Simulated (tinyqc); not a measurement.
Inside a calculation: bond unit of a tetrahedral oxide and its oxygen vacancy in tight binding. Values are carried at full precision from step to step, so a last printed digit may differ when a step is redone from the rounded ones.

Two sp3 hybrids h1, h2 at eh = (es + 3 ep)/4 point at one oxygen with orbitals s, px, py, pz; x joins the two cations, z bisects the angle phi, and th = (180 - phi)/2. With u = hbar^2/(m d^2) = 2c/d^2, c = hbar^2/2m0: Vhs = -(1.32 + sqrt3 x 1.42) u/2 and Vhp = (1.42 + sqrt3 x 2.22) u/2. <h|s> = Vhs for both; <h1|px> = Vhp cos(th), <h2|px> = -Vhp cos(th); <h|pz> = Vhp sin(th) for both; py is a lone pair. The unit holds 8 electrons. Coupling between units, which widens the levels into bands, is left out.

Constants: hbar^2/2m0 = 3.80998211 eV angstrom^2.

Values chosen for the exercise (near tabulated values for SiO2; shifted at random, so the results belong to these values and not to a real crystal):
- es = -14.71 eV (s level of the cation)
- ep = -7.59 eV (p level of the cation)
- eos = -34.32 eV (s level of oxygen)
- eop = -16.63 eV (p level of oxygen)
- d = 1.6 angstrom (cation-oxygen distance)
- phi = 139 degrees (bond angle at oxygen)
- R = 3.21 angstrom (cation-cation distance across the vacancy)

## Level and couplings

Form eh, u, Vhs, Vhp and th.

eh (hybrid level) = -9.3700 eV
u = 2.9765 eV

Vhs, Vhp (eV): -5.6250  7.8360

th = 20.5 degrees

## The matrix

Fill it in.

H (eV), lower triangle:
```
         h1       h2         s        px        py        pz
h1  -9.3700
h2        0  -9.3700
s   -5.6250  -5.6250  -34.3200
px   7.3398  -7.3398         0  -16.6300
py        0        0         0         0  -16.6300
pz   2.7442   2.7442         0         0         0  -16.6300
```

## Levels, weights and charge

Diagonalise; the four lowest levels are filled. The excess of electrons on oxygen is twice the oxygen weight of the filled levels less 6.

levels (eV): -36.7007  -23.9964  -17.8521  -16.6300  -5.7672  -2.0036

weights:
```
    level 1  level 2  level 3  level 4  level 5  level 6
h1    0.041    0.167    0.044    0.000    0.415    0.333
h2    0.041    0.167    0.044    0.000    0.415    0.333
s     0.915    0.000    0.021    0.000    0.064    0.000
px    0.000    0.665    0.000    0.000    0.000    0.335
py    0.000    0.000    0.000    1.000    0.000    0.000
pz    0.003    0.000    0.891    0.000    0.106    0.000
```

highest filled to lowest empty = 10.8628 eV
excess electrons on oxygen = 0.990

The highest filled level is the py orbital of oxygen (100 %) and the lowest empty one is 83 % cation hybrid, even under exchange of the two cations. The spacing is that of an isolated unit and exceeds the gap of the solid.

## The odd block in closed form

The combination (h1 - h2)/sqrt2 couples to px alone, with W2 = sqrt2 Vhp cos(th); W3 = (eh - eop)/2; levels (eh + eop)/2 -/+ sqrt(W2^2 + W3^2); polarity W3/sqrt(W2^2 + W3^2).

W2, W3 (eV): 10.3800  3.6300

levels of the odd block (eV): -23.9964  -2.0036

polarity = 0.3301

## The neutral oxygen vacancy

Without the oxygen the two hybrids face each other at distance R and couple by -V2, V2 = 3.22 x 2c/R^2, c = hbar^2/2m0: a bond at eh - V2 with two electrons and an antibond at eh + V2. Levels are measured from eop, the lone-pair level that stands for the top of the valence band.

Form V2 and the two levels above eop. R is a chosen distance; in real silica the neutral vacancy relaxes to about 2.5 angstrom.

V2 = 2.3812 eV

levels above eop (eV): bond 4.8788, lone hybrid 7.2600, antibond 9.6412

bond-antibond splitting = 4.7624 eV

The filled bond lies 4.88 eV above the lone pairs, so it can trap a hole; the antibond lies below the lowest empty level of the intact unit (10.86 eV). A lone hybrid, as in a dangling bond, sits at 7.26 eV.

## Checks

- Levels of the odd block against the full matrix: they agree to 1e-10 or better.

(tinyqc, `OMP_NUM_THREADS=1 python tinyqc.py 1482267 1482268 out.jsonl`, Intel(R) Xeon(R) Processor @ 2.30GHz, 1 thread, shared host, about 0.01 s.)
